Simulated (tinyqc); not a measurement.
Deal-Grove kinetics of thermal oxidation of silicon. Changing the temperature T. Computed by tinyqc, a small Python program. Command: `OMP_NUM_THREADS=1 python tinyqc.py 3001547 3001548 out.jsonl oxide sweep`. One thread of a shared host (Intel(R) Xeon(R) Processor @ 2.30GHz), about 0.1 s of CPU time with the checks.

Oxidant diffuses through the oxide and reacts at the interface, so that dx/dt = B/(A + 2x) for the oxide thickness x.

Inputs (values chosen for the exercise, close to those used for silicon): prefactor B0 = 408 um^2/h; activation energy E_B = 0.769 eV; prefactor (B/A)0 = 9.77e+07 um/h; activation energy E_A = 2.03 eV; oxidant pressure p = 5 atm; pressure exponent m of B/A = 1; initial oxide x_i = 0.025 um; time t = 0.13 h.

Ambient: steam. Surface: (100).

Constants: k_B = 8.617333262e-05 eV/K.

Method:
- B = B0 p exp(-E_B/(k_B T)), B/A = (B/A)0 p^m exp(-E_A/(k_B T)), p in atm; A = B/(B/A).
- Temperatures in kelvin are T(C) + 273.15.
- tau = (x_i^2 + A x_i)/B and x = (A/2) [sqrt(1 + 4 B (t + tau)/A^2) - 1], the root of x^2 + A x = B (t + tau).
- Silicon consumed is 0.44 times the oxide grown; the rate is B/(A + 2x).

One run for each value:
```
temperature T (C)  oxide thickness x (um)  length A (um)  linear constant B/A (um/h)  parabolic constant B (um^2/h)
800                                0.0432          3.489                   1.430e-01                          0.499
850                                0.0720          1.902                   3.801e-01                          0.723
900                                0.1307          1.091                   9.292e-01                          1.014
950                                0.2239          0.655                   2.112e+00                          1.384
1000                               0.3359          0.410                   4.499e+00                          1.843
1050                               0.4479          0.265                   9.052e+00                          2.402
1100                               0.5533          0.177                   1.731e+01                          3.071
1150                               0.6524          0.122                   3.163e+01                          3.858
1200                               0.7476          0.086                   5.547e+01                          4.773
```

Over the rows, oxide thickness x (um) rises from 0.0432 to 0.748; length A (um) falls from 3.49 to 0.0861. A falls with T because E_A exceeds E_B, so hot oxidation turns parabolic sooner. The apparent activation energy of x, -d ln x / d(1/(k_B T)), is 1.06 eV between the first rows and 0.49 eV between the last; a film much thicker than x_i would show E_A = 2.03 eV in the linear limit and E_B/2 = 0.3845 eV in the parabolic one.
